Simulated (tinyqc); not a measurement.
# Gated two-dimensional channel with two bands, quantum capacitance: what changes with what

phi is the Fermi level above the lowest band edge, in volts; Vg is counted from the gate voltage at which an empty channel would have phi = 0. The channel has no thickness; trap charge is -q Dit phi.

Values chosen for this exercise; lowest band close to that of monolayer MoS2:
```
symbol  value         unit                                                                 meaning
T         150            K                                                             temperature
eox       3.9               relative permittivity of the gate insulator (close to silicon dioxide)
tox      0.92           nm                                                     insulator thickness
md      0.497           m0                                                           in-plane mass
gv          2                                                                    valley degeneracy
m2        1.2           m0                           in-plane mass of a second band, chosen freely
g2          4                                        valley degeneracy of that band, chosen freely
E2       0.23           eV                                        second band edge above the first
Dit         0  cm^-2 eV^-1                                                        density of traps
Vg       0.85            V                                                            gate voltage
```

Constants: q = 1.602176634e-19 C, kB = 1.380649e-23 J/K, hbar = 1.054571817e-34 J s, m0 = 9.1093837015e-31 kg, Vt = kB T/q, eps0 = 8.8541878128e-14 F/cm where lengths are in cm. Results are converted to the units shown.

Each table varies one quantity; the others keep the values above.

## Effect of the gate voltage

D1 = gv md m0 q/(pi hbar^2), D2 = g2 m2 m0 q/(pi hbar^2) per eV; n1 = D1 Vt ln(1 + exp(phi/Vt)), n2 = D2 Vt ln(1 + exp((phi - E2)/Vt)), n = n1 + n2; Cq = q dn/dphi = q [D1/(1 + exp(-phi/Vt)) + D2/(1 + exp((E2 - phi)/Vt))]. Cox = eps0 eox/tox; Vg = phi + q (n + Dit phi)/Cox. 1/C_G = 1/Cox + 1/(Cq + q Dit); dphi/dVg = Cox/(Cox + Cq + q Dit).

The same in every row: Cox (uF/cm^2) = 3.753.

Results:

| Vg (V) | phi (V) | n (cm^-2) | Cq (uF/cm^2) | C_G (uF/cm^2) | dphi/dVg | share of the second band (%) |
|---|---|---|---|---|---|---|
| -0.2 | -0.2000 | 1.023e6 | 1.268e-5 | 1.268e-5 | 1.000 | 9.041e-6 |
| 0 | -0.02691 | 6.305e11 | 7.374 | 2.487 | 0.3373 | 9.593e-6 |
| 0.2 | 0.003912 | 4.594e12 | 38.26 | 3.418 | 0.08934 | 1.430e-5 |
| 0.4 | 0.01879 | 8.930e12 | 53.93 | 3.509 | 0.06507 | 2.325e-5 |
| 0.6 | 0.03098 | 1.333e13 | 60.98 | 3.536 | 0.05799 | 3.999e-5 |
| 0.8 | 0.04227 | 1.775e13 | 64.09 | 3.546 | 0.05532 | 7.193e-5 |
| 1 | 0.05321 | 2.218e13 | 65.46 | 3.550 | 0.05423 | 1.342e-4 |
| 1.4 | 0.07473 | 3.105e13 | 66.32 | 3.552 | 0.05356 | 5.067e-4 |
| 1.6 | 0.08543 | 3.548e13 | 66.44 | 3.553 | 0.05347 | 0.001015 |

Estimate the missing row, Vg = 1.2 V.

Computed row:

| Vg (V) | phi (V) | n (cm^-2) | Cq (uF/cm^2) | C_G (uF/cm^2) | dphi/dVg | share of the second band (%) |
|---|---|---|---|---|---|---|
| 1.2 | 0.06400 | 2.661e13 | 66.06 | 3.552 | 0.05376 | 2.578e-4 |

With this row back in the table: As Vg goes from -0.2 to 1.6, Cq rises from 1.27e-5 to 66.4 uF/cm^2, C_G/Cox rises from 3.38e-6 to 0.947 and n rises from 1.02e6 to 3.55e13 cm^-2. Cq is below Cox for Vg = -0.2; there the density of states limits the response dn/dVg more than the insulator does. For Vg = 1, 1.2, 1.4, 1.6 the field in the insulator exceeds 10 MV/cm, beyond what real films hold.

## Effect of the insulator thickness

Same model as above.

Results:

| tox (nm) | phi (V) | n (cm^-2) | Cq (uF/cm^2) | Cox (uF/cm^2) | C_G (uF/cm^2) | dphi/dVg | share of the second band (%) |
|---|---|---|---|---|---|---|---|
| 0.5 | 0.07992 | 3.319e13 | 66.39 | 6.906 | 6.256 | 0.09422 | 7.079e-4 |
| 0.9 | 0.04601 | 1.925e13 | 64.69 | 3.837 | 3.622 | 0.05599 | 8.855e-5 |
| 2.9 | 0.01019 | 6.241e12 | 45.73 | 1.191 | 1.161 | 0.02538 | 1.710e-5 |
| 5.2 | -9.484e-4 | 3.527e12 | 32.04 | 0.6641 | 0.6506 | 0.02030 | 1.278e-5 |
| 9.3 | -0.01033 | 1.994e12 | 20.64 | 0.3713 | 0.3647 | 0.01767 | 1.095e-5 |
| 17 | -0.01912 | 1.102e12 | 12.35 | 0.2031 | 0.1998 | 0.01619 | 1.004e-5 |
| 30 | -0.02693 | 6.300e11 | 7.368 | 0.1151 | 0.1133 | 0.01538 | 9.593e-6 |

Estimate the missing row, tox = 1.6 nm.

Computed row:

| tox (nm) | phi (V) | n (cm^-2) | Cq (uF/cm^2) | Cox (uF/cm^2) | C_G (uF/cm^2) | dphi/dVg | share of the second band (%) |
|---|---|---|---|---|---|---|---|
| 1.6 | 0.02502 | 1.111e13 | 58.14 | 2.158 | 2.081 | 0.03579 | 3.025e-5 |

With this row back in the table: As tox goes from 0.5 to 30, Cq falls from 66.4 to 7.37 uF/cm^2, C_G/Cox rises from 0.906 to 0.985 and n falls from 3.32e13 to 6.30e11 cm^-2. Cq exceeds Cox in every row, so the insulator is the tighter limit, though Cq still cuts C_G by up to 9.4 %. With the insulator thinned by a factor of 60.0, the charge grows only by 52.7 while Cox grows by 60.0. For tox = 0.5 the field in the insulator exceeds 10 MV/cm, beyond what real films hold.

Computed by the program tinyqc: `OMP_NUM_THREADS=1 python tinyqc.py 2200020 2200021 out.jsonl`, one thread of a shared Intel Xeon 2.30GHz, about 0.01 s for the whole run.
